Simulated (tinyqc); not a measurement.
Worked calculation: round or elliptic silicon nanowire with anisotropic valleys (Ritz method). Values are carried at full precision from step to step, so a last printed digit may differ when a step is redone from the rounded ones.

Wire along x = [110] on a (001) wafer, y = [-110], z = [001]. Valley groups (w = inverse masses): A, two valleys along z: w_y = 1/mt, w_z = 1/ml, m_x = mt; B, four valleys in the wafer plane: w_y = (1/ml + 1/mt)/2, w_z = 1/mt, m_x = (ml + mt)/2.

Constants: hbar^2/2m0 = 3.80998211 eV angstrom^2; kB = 8.617333262e-05 eV/K.

Parameters, chosen for this exercise (near those of a Si nanowire; not measured data):
```
symbol  value  unit      meaning
ml      0.928  m0        longitudinal mass
mt      0.19   m0        transverse mass
a       18     angstrom  semi-axis along y
b       18     angstrom  semi-axis along z
group   B                valley group worked out
T       77     K         temperature
```

## Stretching the ellipse

Scaling y by 1/sqrt(w_y) and z by 1/sqrt(w_z) makes the mass 1 and the semi-axes A = a/sqrt(w_y), B = b/sqrt(w_z). List them with the one-function estimate 3c (1/A^2 + 1/B^2) and the slender limit c (pi/2s)^2 (1 + 2s/(pi l)), s and l the smaller and larger of A, B; c = hbar^2/2m0.

Groups:
```
group  g      A      B  axis ratio  one function (eV)  slender limit (eV)
A      2   7.85  17.34       2.210             0.2237              0.1967
B      4  10.11   7.85       1.288             0.2975              0.2282
```

The one-function value suits axis ratios near 1 and the slender limit ratios well above 2.

## Matrices of three even functions

Hard wall on the ellipse (y/a)^2 + (z/b)^2 = 1, c = hbar^2/2m0. With u = y/a, v = z/b the operator is -c [(w_y/a^2) d2/du2 + (w_z/b^2) d2/dv2] on the unit disc. Basis (1 - u^2 - v^2) u^i v^j; S, X and Y are the disc integrals of f f', (df/du)(df'/du) and (df/dv)(df'/dv), from the integral of u^p v^q = 2 Gamma((p+1)/2) Gamma((q+1)/2)/((p + q + 2) Gamma((p+q+2)/2)) for even p, q; H = c (w_y X/a^2 + w_z Y/b^2).

Basis 1, u^2, v^2 times (1 - u^2 - v^2); form S and H for the chosen group.

S, rows 1, u^2, v^2 and columns alike:
```
[[1.047198, 0.130900, 0.130900],
 [0.130900, 0.039270, 0.013090],
 [0.130900, 0.013090, 0.039270]]
```

H (meV), rows 1, u^2, v^2 and columns alike:
```
[[311.5568, 51.9261, 51.9261],
 [51.9261, 38.9926, 6.4908],
 [51.9261, 6.4908, 51.8781]]
```

## Lowest level in this basis

Solve H p = E S p for the wire level; give E, the ratios p2/p1 and p3/p1, and H11/S11.

E = 286.3 meV

ratios: [-0.49, -0.32]

one function = 297.5 meV

The two added functions lower the level by 11.2 meV (3.8 %), mostly by narrowing the state along u, the direction in which the stretched ellipse is long.

## Subbands

Converged values use 21 functions of each parity class (e or o in u, then in v).

The nine lowest levels of all groups and parity classes.

Subbands:
```
group, parity  g  m_x (m0)  E (eV)
A ee           2    0.1900  0.2119
B ee           4    0.5590  0.2863
A eo           2    0.1900  0.3555
A ee           2    0.1900  0.5510
B oe           4    0.5590  0.6359
A oe           2    0.1900  0.7132
A eo           2    0.1900  0.8016
B eo           4    0.5590  0.8163
A oo           2    0.1900  0.9405
```

At 77 K and without degeneracy the populations go as g sqrt(m_x) exp(-E/kB T): among these nine the lowest level holds 100 % and the light transport mass mt 100 % of the electrons. Levels above about 0.3 eV lie beyond parabolic valleys and hard walls.

## Checks

- Circle of radius a with both masses mt against c (2.404826/R)^2/m, eV: both 0.3579.

Run: tinyqc, `OMP_NUM_THREADS=1 python tinyqc.py 1282776 1282777 out.jsonl`; Intel(R) Xeon(R) Processor @ 2.30GHz, one thread, shared host; about 0.07 s of CPU time with all checks.
